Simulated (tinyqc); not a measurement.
Out-diffusion of a doped substrate or buried layer into a growing epitaxial film: one step, computed by the program tinyqc. Command: `OMP_NUM_THREADS=1 python tinyqc.py 3013826 3013827 out.jsonl buried walk`. One thread of a shared host (Intel(R) Xeon(R) Processor @ 2.30GHz), about 0.01 s of CPU time with the checks.

x is counted from the original substrate surface into the film, whose surface moves as x = v t. Substrate dopant has one diffusivity; the dopant of the film is taken as uniform.

Task: Transition width. After growth and the later budget: l2 = 2 sqrt(D t + (Dt)2); C(x) = (C_s/2) erfc(x/l2) + share x C_s exp(-x/decay length) for x > 0 (autodoping taken as unchanged by the later budget). The transition x_t solves C(x) = C_e, the metallurgical junction. Usable film = d - x_t. Also give x_t for the erfc term alone, after growth and after the later budget.

Inputs (values chosen for the exercise, modelled on arsenic in silicon):
```
quantity,value,unit
substrate concentration C_s,7.4e+19,1/cm^3
film doping C_e,1e+16,1/cm^3
film thickness d,0.6,um
growth temperature T,1100,C
"autodoping level at the start, as a share of C_s",1e-05,-
decay length of autodoping,0.55,um
later thermal budget (Dt)2,1.7e-11,cm^2
```

Film doping: opposite type.

length l = 0.01503349 um

Give: length l2; x_t after growth, erfc alone; x_t after the later budget, erfc alone; x_t with autodoping; usable film.

Result:

length l2 = 0.08382 um

x_t after growth, erfc alone = 0.03872 um

x_t after the later budget, erfc alone = 0.2159 um

x_t with autodoping = 0.2167 um

usable film = 0.3833 um

Solid-state diffusion sets the transition. The later budget is 30 times that of the growth. Caution: the substrate doping is comparable to or above the intrinsic density at growth temperature, so the diffusivity may be higher on that side.
